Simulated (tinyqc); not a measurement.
MP2 on RHF in the 3-21g basis, for H2, spin multiplicity 1, step by step. One step of it, computed by the program tinyqc.

Task: Iteration 5 (converged): orbitals. Diagonalise F' = X^T F X, C = X C', fill 1 alpha and 1 beta electrons from the bottom; D = 2 C_occ C_occ^T. Each column has its largest component positive (the first on a tie).

converged F (hartree), lower triangle:
```
,1H 1s,1H 2s,2H 1s,2H 2s
1H 1s,0.153687
1H 2s,-0.467193,-0.341233
2H 1s,-0.479452,-0.471905,0.153687
2H 2s,-0.471905,-0.393992,-0.467193,-0.341233
```

X, lower triangle:
```
,1H 1s,1H 2s,2H 1s,2H 2s
1H 1s,1.247080
1H 2s,-0.481437,1.757814
2H 1s,-0.088637,0.044159,1.247080
2H 2s,0.044159,-0.793834,-0.481437,1.757814
```

Give: F' = X^T F X; orbital energies; coefficients C; D after iteration 5.

Result:

F' = X^T F X (hartree), lower triangle:
```
,1,2,3,4
1,0.756
2,-0.626,0.276
3,-0.382,-0.128,0.756
4,-0.128,-0.230,-0.626,0.276
```

orbital energies (hartree): MO1 -0.561, MO2 0.232, MO3 0.981, MO4 1.411

coefficients C:
```
,MO1,MO2,MO3,MO4
1H 1s,0.273,0.129,0.832,-1.007
1H 2s,0.337,1.402,-0.668,1.195
2H 1s,0.273,-0.129,0.832,1.007
2H 2s,0.337,-1.402,-0.668,-1.195
```

D after iteration 5, lower triangle:
```
,1H 1s,1H 2s,2H 1s,2H 2s
1H 1s,0.149
1H 2s,0.184,0.227
2H 1s,0.149,0.184,0.149
2H 2s,0.184,0.227,0.184,0.227
```
